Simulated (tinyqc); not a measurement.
States in the gap of a film: thin (001) film in sp3s* tight binding with raised dangling bonds.

Planes alternate anion (a), cation (c) along [001], a/4 apart, starting with an anion; zero in-plane momentum; levels counted from the bulk Ev, the lower root of [[Epa, Vxx], [Vxx, Epc]]; no spin-orbit coupling. Block of s, pz, s*: from an anion to the cation above, Vss/2 (s,s), Vsapc/2 (s,z), -Vscpa/2 (z,s), Vxx/2 (z,z), Vxapc/2 (s*,z), -Vpaxc/2 (z,s*); to the cation below the same with the s-z and s*-z signs reversed. Block of u = (px + py)/sqrt2 and v = (px - py)/sqrt2: to the cation above (Vxx + Vxy)/2 for u and (Vxx - Vxy)/2 for v, to the cation below the reverse. Each surface atom has two dangling sp3 hybrids; raising both by dl adds (dl/2) [[1, t], [t, 1]] to its s, pz levels (t = -1 at the bottom face, +1 at the top) and dl to the one of u, v in whose plane the missing bonds lie (v for a bottom anion or a top cation, u for a top anion).

Parameters, chosen for this exercise (out of a larger set: near a published set for SiC, fitted to gaps, whose masses and valley positions are rough; not measured data): p = (-8.516, 2.132, -4.841, 4.331, 9.718, 9.312, -12.495, 3.028, 5.916, 9.536, 9.131, 8.635, 4.363) eV (order Esa, Epa, Esc, Epc, Exa, Exc, Vss, Vxx, Vxy, Vsapc, Vscpa, Vxapc, Vpaxc); Nw = 22 (planes in the thicker film).

edges (eV): Gamma 5.94083, Delta 2.41288

Levels between 0 and the lower bulk edge, the largest weight on the two outer planes of both faces among them, and the nearest levels outside, for several shifts dl.

Film of Nw planes:
```
dl (eV)  levels in the gap              at (eV)  surface weight  next above (eV)  next below (eV)
0                        3  0.341, 1.226, 2.122            0.90           2.4483          -0.0627
1                        2         0.777, 1.721            0.80           2.4496          -0.0627
2                        2         1.297, 2.196            0.79           2.4541          -0.0627
3                        1                1.854            0.82           2.4331          -0.0627
5                        0                    -               -           2.4404          -0.0627
10                       0                    -               -           2.4446          -0.0627
30                       0                    -               -           2.4455          -0.0627
100                      0                    -               -           2.4457          -0.0627
```

Can the levels of the bare film be read as confined subbands?

No: with bare surfaces (dl = 0) 3 levels lie in the bulk gap, with up to 90 % of the weight on the four outer planes, two a face, where an even spread gives 18 %; these are dangling-bond states, not subbands. The reruns show the bulk gap clear from dl = 5 eV on, and at dl = 30 eV the next level above lies -0.2 meV from its value at 100 eV.

(tinyqc, `OMP_NUM_THREADS=1 python tinyqc.py 1450193 1450194 out.jsonl`, Intel(R) Xeon(R) Processor @ 2.30GHz, 1 thread, shared host, about 0.4 s.)
